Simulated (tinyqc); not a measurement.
Bandgap voltage reference from two bipolar transistors: output against temperature.

Two transistors of area 1 and N carry the same current I. Is(T) = Is (T/T0)^eta exp[(Vg0 q/kB)(1/T0 - 1/T)], VBE1 = Vt ln(I/Is(T)) + I rb, VBE2 = Vt ln(I/(N Is(T))) + I rb/N. The amplifier forces I R1(T) = VBE1 - VBE2 + Vos, with R(T) = R (1 + tc (T - T0)) for both resistors, and the output is Vref = VBE1 + I R2(T). Base currents and the Early effect are neglected.

Vt = kB T/q; I = (Vt ln N + Vos)/(R1(T) - rb (1 - 1/N)).

Values chosen for this exercise; values of the order met in silicon bipolar transistors:

| symbol | value | unit | meaning |
|---|---|---|---|
| T0 | 323 | K | reference temperature |
| Vg0 | 1.187 | V | band-gap voltage extrapolated to 0 K |
| eta | 4.2 |  | temperature exponent of the saturation current |
| Is | 1.7e-18 | A | saturation current of the unit transistor at T0 |
| N | 8 |  | area ratio of the second transistor |
| R1 | 12 | kohm | resistor across which the difference of VBE falls, at T0 |
| tc | 0 | ppm/K | temperature coefficient of both resistors |
| Vos | -1 | mV | offset of the amplifier |
| rb | 81 | ohm | series resistance of the unit transistor |
| R2 | 100.4 | kohm | output resistor at T0 |

Constants: q = 1.602176634e-19 C, kB = 1.380649e-23 J/K. Results are converted to the units shown.

Result of one run:
```
T (K)  I (uA)  VBE1 (V)  I R2 (V)  Vref (V)  Vref - Vref(T0) (mV)  dVref/dT (uV/K)
273     4.017    0.8709    0.4033     1.274                -2.634            76.52
```

What becomes of these results when the temperature T is changed from 273 to 218 K, all else the same?

Result of the changed run:
```
T (K)  I (uA)  VBE1 (V)  I R2 (V)  Vref (V)  Vref - Vref(T0) (mV)  dVref/dT (uV/K)
218     3.191    0.9480    0.3204     1.268                -8.485            138.6
```

The whole series:
```
T (K)  I (uA)  VBE1 (V)  I R2 (V)  Vref (V)  Vref - Vref(T0) (mV)  dVref/dT (uV/K)
218     3.191    0.9480    0.3204     1.268                -8.485            138.6
233     3.416    0.9274    0.3430     1.270                -6.545            120.2
253     3.717    0.8994    0.3731     1.273                -4.371            97.50
273     4.017    0.8709    0.4033     1.274                -2.634            76.52
298     4.393    0.8348    0.4410     1.276                -1.027            52.35
323     4.768    0.7982    0.4787     1.277                     0            30.13
348     5.144    0.7610    0.5164     1.277                0.4932            9.575
373     5.519    0.7233    0.5541     1.277                0.4906           -9.557
398     5.895    0.6851    0.5918     1.277               0.02565           -27.45
423     6.270    0.6465    0.6295     1.276               -0.8727           -44.25
```

VBE1 falls by 1.47 mV/K on average and I R2 rises by 1.51 mV/K. The slope of Vref vanishes at T = 360 K. Between 233 and 398 K Vref spans 7.10 mV, or 33.7 ppm/K by the box method (span over the average over T, over 165 K).

Program tinyqc, `OMP_NUM_THREADS=1 python tinyqc.py 2062011 2062012 out.jsonl`; Intel Xeon 2.30GHz, shared host, one thread, about 0.02 s.
